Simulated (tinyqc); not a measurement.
Fully depleted semiconductor-on-insulator film with two gates, non-linear Poisson equation by Newton steps: one step of the calculation.

One dimension across the film, front interface at x = 0, back interface at x = ts. psi is counted from the intrinsic level, n = ni exp(psi/Vt) (source grounded), holes neglected, acceptors ionised. Gates act through Cox = eps0 eox/tox and Cbox = 3.9 eps0/tb with potentials G1 = Vg - (phiM - chi - Vt ln(Nc/ni)) and G2 = Vb - (phiB - chi - Vt ln(Nc/ni)). Classical Boltzmann densities, no interface charge, no depletion in the back plane.

Problem. Newton step. Solve a d_(i-1) + b_i d_i + a d_(i+1) = -F_i for all nodes. Half of the step is added while the largest |d| exceeds 1.5 Vt, the full step after that.

Inputs (values chosen for the exercise):
```
symbol  value  unit      meaning
T         300     K  temperature
```

Constants: q = 1.602176634e-19 C, kB = 1.380649e-23 J/K, Vt = kB T/q. Results are converted to the units shown.

a = 4.1349057 uF/cm^2
diagonal b, node 0 to 8 (F/cm^2): [-1.0455812e-5, -8.2698120e-6, -8.2698120e-6, -8.2698120e-6, -8.2698120e-6, -8.2698120e-6, -8.2698120e-6, -8.2698120e-6, -4.1636821e-6]
residual F, node 0 to 8 (C/cm^2): [3.2563700e-6, -3.2057969e-11, -3.2057969e-11, -3.2057969e-11, -3.2057969e-11, -3.2057969e-11, -3.2057969e-11, -3.2057969e-11, 1.9700702e-8]
psi at the start, node 0 to 8 (V): [0.05, 0.05, 0.05, 0.05, 0.05, 0.05, 0.05, 0.05, 0.05]

Wanted: Newton step d, before damping; psi after iteration 1.

Solution.

Newton step d, before damping, node 0 to 8 (V): [0.5159, 0.5169, 0.5180, 0.5191, 0.5202, 0.5212, 0.5223, 0.5234, 0.5246]
psi after iteration 1, node 0 to 8 (V): [0.3079, 0.3085, 0.3090, 0.3095, 0.3101, 0.3106, 0.3112, 0.3117, 0.3123]

Computed by the program tinyqc: `OMP_NUM_THREADS=1 python tinyqc.py 2190171 2190172 out.jsonl`, one thread of a shared Intel Xeon 2.30GHz, about 0.5 s for the whole run.
